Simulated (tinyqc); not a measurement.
From results back to parameters: WKB tunnelling through a gate dielectric with a two-band (Franz) dispersion. Two cases, with inputs chosen for the exercise.

Problem. In the Fowler-Nordheim regime with a parabolic band J/F^2 is proportional to exp(-B/F), B = (4/3) sqrt(m/c) phi^(3/2), c = hbar^2/2m0, 1 V/angstrom = 100 MV/cm. The ratio below was computed from a hidden barrier.

Constants: hbar^2/2m0 = 3.80998211 eV angstrom^2.

Find: B; phi.

Method. B is the logarithm divided by 1/F1 - 1/F2; then phi = (3 B/(4 sqrt(m/c)))^(2/3). The slope fixes only m phi^3, so the mass must be known.

Case 1.

Values chosen (out of a larger set: of the size used for SiO2 on silicon; not measured data): m = 0.55 m0 (mass at the conduction edge); F1 = 8.6 MV/cm (first field); F2 = 12.7 MV/cm (second field).

ln[(J2/F2^2)/(J1/F1^2)] = 10.27937

Solution.

B = 273.83 MV/cm
phi = 3.080 eV

Case 2.

Values chosen (out of a larger set: of the size used for Si3N4 on silicon; not measured data): m = 0.48 m0 (mass at the conduction edge); F1 = 6.9 MV/cm (first field); F2 = 11.5 MV/cm (second field).

ln[(J2/F2^2)/(J1/F1^2)] = 7.75986

Solution.

B = 133.86 MV/cm
phi = 2.000 eV

Computed by tinyqc, one run a case: `OMP_NUM_THREADS=1 python tinyqc.py N N+1 out.jsonl` with N = 1480066, 1480113; one thread of a shared Intel(R) Xeon(R) Processor @ 2.30GHz, about 0.01 s a run at most.
